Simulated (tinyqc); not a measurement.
What moves the results: parabolic quantum dot in a magnetic field (Fock-Darwin). A value that a table varies takes the place of the one given here.

Two dimensions, V = m w0^2 r^2/2, one valley. hbar wc = 2 muB B/m, W = sqrt(w0^2 + wc^2/4), E(n, l, s) = (2n + |l| + 1) hbar W - l hbar wc/2 + s gs muB B, n = 0, 1, ..., l = 0, +/-1, ..., s = +/-1/2; length lam = sqrt(2c/(m hbar W)), c = hbar^2/2m0.

Two electrons, first order in the Coulomb energy: the singlet (0,0)^2 has 2W + J0 and the lowest triplet (0,0)(0,1) has 3W - wc/2 + J0/2 - Ez, with J0 = sqrt(pi/2) q/(eps lam), q = e^2/(4 pi eps0), Ez = |gs| muB B.

Exact treatment: the centre of mass separates with energy W, and the relative motion obeys [-(2c/m) Laplacian + (2c/m) r^2/(2 lam^2)^2 + q/(eps r)] psi = e_l psi for angular number l, solved in 14 Gaussians r^l exp(-a r^2), a = 1.7^i/(4 lam^2), i = -3 to 10. E(S) = W + e_0, E(T) = W + e_1 - wc/2 - Ez.

Constants: muB = 5.788381798e-05 eV/T; hbar^2/2m0 = 3.80998211 eV angstrom^2; e^2/(4 pi eps0) = 14.39964547 eV angstrom.

Values chosen for the exercise (near those of a gate-defined dot in InAs; not measured data): m = 0.0308 m0 (mass); gs = -8.02 (g factor); w0 = 5.1 meV (confinement energy hbar w0); Bs = (0, 0.34, 0.68, 1.1, 1.6, 2.4, 3.5) T (fields); eps = 14.7 (dielectric constant); B = 1 T (magnetic field).

## Levels against field

Six orbital levels without the Zeeman term.

Levels (meV):

| B (T) | (0,0) | (0,1) | (0,-1) | (0,2) | (1,0) | (0,3) |
|---|---|---|---|---|---|---|
| 0 | 5.100 | 10.200 | 10.200 | 15.300 | 15.300 | 20.400 |
| 0.34 | 5.140 | 9.641 | 10.919 | 14.142 | 15.420 | 18.643 |
| 0.68 | 5.258 | 9.237 | 11.793 | 13.217 | 15.773 | 17.197 |
| 1.1 | 5.503 | 8.939 | 13.073 | 12.375 | 16.509 | 15.810 |
| 1.6 | 5.920 | 8.834 | 14.848 | 11.747 | 17.761 | 14.661 |
| 2.4 | 6.808 | 9.106 | 18.127 | 11.404 | 20.425 | 13.702 |
| 3.5 | 8.323 | 10.069 | 23.224 | 11.814 | 24.970 | 13.560 |

(0,2) crosses (0,-1) where W = 3 wc/2, that is wc = w0/sqrt(2), B = 0.96 T, and (0,3) crosses it at W = wc, B = 1.57 T. States with n = 0 and l >= 0 draw together into the lowest Landau level: their spacing W - wc/2 shrinks from 5.10 to 1.75 meV, while (0,-1) climbs to 14.90 meV above (0,0).

## Singlet against triplet in a field

For each field, first order and exact.

Energies (meV):

| B (T) | J0 | W - wc/2 | Ez | E(T) - E(S), first order | exact |
|---|---|---|---|---|---|
| 0 | 5.574 | 5.100 | 0.000 | 2.313 | 3.21 |
| 0.34 | 5.596 | 4.501 | 0.158 | 1.545 | 2.45 |
| 0.68 | 5.660 | 3.980 | 0.316 | 0.834 | 1.74 |
| 1.1 | 5.790 | 3.436 | 0.511 | 0.030 | 0.94 |
| 1.6 | 6.006 | 2.914 | 0.743 | -0.832 | 0.09 |
| 2.4 | 6.440 | 2.298 | 1.114 | -2.036 | -1.10 |
| 3.5 | 7.121 | 1.746 | 1.625 | -3.440 | -2.48 |

Exactly, the triplet drops below the singlet between 1.6 and 2.4 T. First order puts the crossing between 1.1 and 1.6 T; with J0/W = 1.09 at zero field it misses the splitting there by 0.90 meV. From the first row to the last the orbital cost falls by 3.35 meV, the Coulomb gain J0/2 (half direct, half exchange) grows by 0.77 meV and the Zeeman gain by 1.62 meV. States of higher angular number, which take over at higher fields, in soft dots already within such a table, are left out.

## What each parameter does

The two modes W +/- wc/2, lam and the exact E(T) - E(S), with q = e^2/(4 pi eps0) and Ez = |gs| muB B. Each row changes one parameter from the base and keeps the others.

Results:

| case | upper mode (meV) | lower mode (meV) | lam (angstrom) | E(T) - E(S) (meV) |
|---|---|---|---|---|
| base | 7.315 | 3.556 | 213.3 | 1.12 |
| B = 0.6 T | 6.351 | 4.096 | 217.6 | 1.90 |
| w0 = 4.08 meV | 6.371 | 2.613 | 234.7 | 0.42 |
| m = 0.0354 m0 | 6.991 | 3.721 | 200.5 | 1.22 |
| gs = -12.03 | 7.315 | 3.556 | 213.3 | 0.89 |
| eps = 12.5 | 7.315 | 3.556 | 213.3 | 0.91 |

The largest shifts from the base row, up to three for each result and ties (the steps differ in size, so this ranks the rows, not the parameters). upper mode (meV): B -0.964, w0 -0.943, m -0.324; unchanged at the printed digits by gs and eps. lower mode (meV): w0 -0.943, B +0.540, m +0.165; unchanged at the printed digits by gs and eps. lam (angstrom): w0 +21.3, m -12.9, B +4.3; unchanged at the printed digits by gs and eps. E(T) - E(S) (meV): B +0.78, w0 -0.71, gs -0.23.

(tinyqc, `OMP_NUM_THREADS=1 python tinyqc.py 1251771 1251772 out.jsonl`, Intel(R) Xeon(R) Processor @ 2.30GHz, 1 thread, shared host, about 0.08 s.)
